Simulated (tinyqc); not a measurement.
Length offset and series resistance from crossing lines.

Inverse problem. R_total = Rs + k (L - dL)/Vo with constant Rs, dL and k. Find k, dL and Rs.

R_total at (L, Vo) = (60, 0.38), (180, 0.38), (60, 0.88) and (180, 0.88), L in nm and Vo in V (ohm um): [330.52632, 646.31579, 256.36364, 392.72727]

Answer. At each overdrive R is a straight line in L with slope k/Vo; the two lines cross at L = dL, R = Rs.

k = 1.000 ohm um V/nm
dL = 10.40 nm
Rs = 200.0 ohm um

Numbers from tinyqc (`OMP_NUM_THREADS=1 python tinyqc.py 2282015 2282016 out.jsonl`; about 0.04 s on one thread of a shared Intel Xeon 2.30GHz).
